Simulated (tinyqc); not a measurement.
# MOS capacitor on an n-type substrate, surface potential from the exact charge relation: what changes with what

Uniform n-type substrate, Boltzmann statistics, full ionisation, classical densities. psi is the surface potential against the body (positive when the bands bend down) and u = -psi/Vt. Traps are spread evenly over the gap and neutral at flat band, so their charge is -q Dit psi; the minority quasi-Fermi level is shifted by Vb.

Inputs (values chosen for the exercise); band and dielectric values close to those of silicon: temperature T = 350 K; band gap Eg = 1.11 eV; relative permittivity eps_r = 11.5; conduction-band density of states at T Nc = 3.5e19 cm^-3; valence-band density of states at T Nv = 3.31e19 cm^-3; electron affinity chi = 4.12 eV; donor density of the substrate N = 1.2e18 cm^-3; relative permittivity of the gate insulator (close to silicon dioxide) eox = 3.9; insulator thickness tox = 4 nm; gate work function phiM = 4.35 eV; fixed charge at the interface, in units of q Nf = 0 cm^-2; density of interface traps Dit = 1.3e10 cm^-2 eV^-1; reverse bias of the inversion layer against the body Vb = 0 V.

Constants: q = 1.602176634e-19 C, kB = 1.380649e-23 J/K, Vt = kB T/q, eps0 = 8.8541878128e-14 F/cm where lengths are in cm. Results are converted to the units shown.

Each table varies one quantity; the others keep the values above.

## Capacitance-voltage curves

ni = sqrt(Nc Nv) exp(-Eg/(2 Vt)), Eg in volts; phiF = Vt ln(N/ni); Cox = eps0 eox/tox; Vfb = phiM - chi - Vt ln(Nc/N) - q Nf/Cox; Q0 = sqrt(2 eps0 eps_r q N Vt); r = (ni/N)^2 exp(-Vb/Vt); VT = Vfb - [(2 phiF + Vb)(1 + q Dit/Cox) + sqrt(2 eps0 eps_r q N (2 phiF + Vb))/Cox]. u = -psi/Vt; F^2 = exp(-u) + u - 1 + r (exp(u) - u - 1); Qs = +sign(u) Q0 F; Cs = -dQs/dpsi = (Q0/Vt) |1 - exp(-u) + r (exp(u) - 1)|/(2 F). psi solves Vg = Vfb + psi + (q Dit psi - Qs)/Cox. Low frequency: 1/C_LF = 1/Cox + 1/(Cs + q Dit). High frequency, in the simple estimate in which traps and minority carriers do not follow: 1/C_HF = 1/Cox + 1/Cd, Cd being Cs with r = 0 at the same psi. Deep depletion: r = 0 and Dit = 0 both in the equation for psi and in Cs. Minority sheet density N_inv = (Q0/(2 q)) int_0^u r (exp(t) - 1)/F(t) dt for u > 0. N_inv under 1 cm^-2 is printed as 0. Regimes: accumulation when majority carriers gather, then depletion up to |psi| = phiF + Vb, weak inversion up to 2 phiF + Vb, strong inversion beyond.

Capacitance-voltage curves:

| Vg (V) | psi (V) | C_LF/Cox | C_HF/Cox | C_deep/Cox | N_inv (cm^-2) | regime |
|---|---|---|---|---|---|---|
| 0.7 | 0.08827 | 0.9057 | 0.9057 | 0.9057 | 0 | accumulation |
| 0.31 | 0.03836 | 0.8249 | 0.8248 | 0.8248 | 0 | accumulation |
| -0.07 | -0.06169 | 0.6267 | 0.6264 | 0.6263 | 0 | depletion |
| -0.45 | -0.2432 | 0.4405 | 0.4398 | 0.4396 | 36.97 | depletion |
| -0.84 | -0.4806 | 0.3517 | 0.3506 | 0.3504 | 6.343e4 | weak inversion |
| -1.22 | -0.7370 | 0.3031 | 0.3012 | 0.3010 | 2.457e8 | weak inversion |
| -1.6 | -0.9620 | 0.7049 | 0.2730 | 0.2679 | 3.523e11 | strong inversion |
| -1.99 | -1.021 | 0.9130 | 0.2669 | 0.2433 | 2.037e12 | strong inversion |
| -2.37 | -1.047 | 0.9476 | 0.2644 | 0.2248 | 3.919e12 | strong inversion |

What does the comparison show, and why?

C_LF/Cox is lowest, 0.303, at Vg = -1.22 V (weak inversion) among the rows listed and is 0.948 in the last row, where C_HF/Cox is 0.264 and the deep-depletion value 0.225. Vfb = 0.128 V, where C_HF/Cox = 0.747 (Cox in series with eps0 eps_r/LD), and VT = -1.47 V. Over the last two rows psi moves by only 0.067 V a volt of gate bias, since the inversion charge screens the body. In strong accumulation and inversion degeneracy and confinement, left out here, lower the capacitance.

## Effect of the insulator thickness on threshold and swing

ni = sqrt(Nc Nv) exp(-Eg/(2 Vt)), Eg in volts; phiF = Vt ln(N/ni); Cox = eps0 eox/tox; Vfb = phiM - chi - Vt ln(Nc/N) - q Nf/Cox; VT = Vfb - [(2 phiF + Vb)(1 + q Dit/Cox) + sqrt(2 eps0 eps_r q N (2 phiF + Vb))/Cox]. gamma = sqrt(2 eps0 eps_r q N)/Cox; Wm = sqrt(2 eps0 eps_r (2 phiF + Vb)/(q N)); m = 1 + (eps0 eps_r/Wm + q Dit)/Cox; swing m Vt ln 10; Cmin/Cox = 1/(1 + Cox Wm/(eps0 eps_r)).

The same in every row: Vfb (V) = 0.12827; 2 phiF (V) = 0.90822; Wm (nm) = 31.016.

Result of one run:

| tox (nm) | gamma (V^0.5) | VT (V) | m | swing (mV/decade) | Cmin/Cox |
|---|---|---|---|---|---|
| 4.9 | 0.88791 | -1.6288 | 1.4688 | 102.00 | 0.31780 |

What becomes of these results when the insulator thickness tox is changed from 4.9 to 2.2 nm, all else the same?

Result of the changed run:

| tox (nm) | gamma (V^0.5) | VT (V) | m | swing (mV/decade) | Cmin/Cox |
|---|---|---|---|---|---|
| 2.2 | 0.39865 | -1.1611 | 1.2105 | 84.065 | 0.17298 |

The whole series:

| tox (nm) | gamma (V^0.5) | VT (V) | m | swing (mV/decade) | Cmin/Cox |
|---|---|---|---|---|---|
| 1 | 0.18121 | -0.95319 | 1.0957 | 76.092 | 0.086817 |
| 1.5 | 0.27181 | -1.0398 | 1.1435 | 79.414 | 0.12481 |
| 2.2 | 0.39865 | -1.1611 | 1.2105 | 84.065 | 0.17298 |
| 3.3 | 0.59798 | -1.3516 | 1.3157 | 91.374 | 0.23881 |
| 4.9 | 0.88791 | -1.6288 | 1.4688 | 102.00 | 0.31780 |
| 7.2 | 1.3047 | -2.0273 | 1.6889 | 117.29 | 0.40635 |
| 11 | 1.9933 | -2.6856 | 2.0524 | 142.53 | 0.51119 |
| 16 | 2.8993 | -3.5517 | 2.5308 | 175.76 | 0.60335 |

As tox goes from 1 to 16, VT falls from -0.953 to -3.55 V, the swing rises from 76.1 to 176 mV/decade and Cmin/Cox rises from 0.0868 to 0.603. Vfb does not move. m - 1 goes as tox^(1.00), that is as 1/Cox.

tinyqc, about 0.01 s, one thread, Intel Xeon 2.30GHz (shared host): `OMP_NUM_THREADS=1 python tinyqc.py 2060155 2060156 out.jsonl`
